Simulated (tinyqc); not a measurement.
## Mobility, diffusion coefficient and lifetime from two collectors

Inverse problem. For an injected sheet in a field F the peak time tp at distance L obeys u^2 tp^2 + 2 D tp = L^2 with u^2 = v^2 + 4 D/tau, and the pulse area goes as exp(L (v - u)/(2 D)); v = mu F. Find u, D, mu and tau without using the Einstein relation.

Values chosen for this exercise:
- F = 3.6 V/cm (sweep field along the drift)

distances (um): 540  1000
peak times (us): 48.0586261  92.2036659
ratio of the areas, far over near = 0.185920056

Solution. The two peak times give two linear equations for u^2 and D; the area ratio gives v - u, and u^2 - v^2 = 4 D/tau gives tau.

u = 1.04e3 cm/s
D = 4.33 cm^2/s
mu = 201 cm^2/(V s)
tau = 3.10e-5 s

Computed by the program tinyqc: `OMP_NUM_THREADS=1 python tinyqc.py 2310129 2310130 out.jsonl`, one thread of a shared Intel Xeon 2.30GHz, about 0.01 s for the whole run.
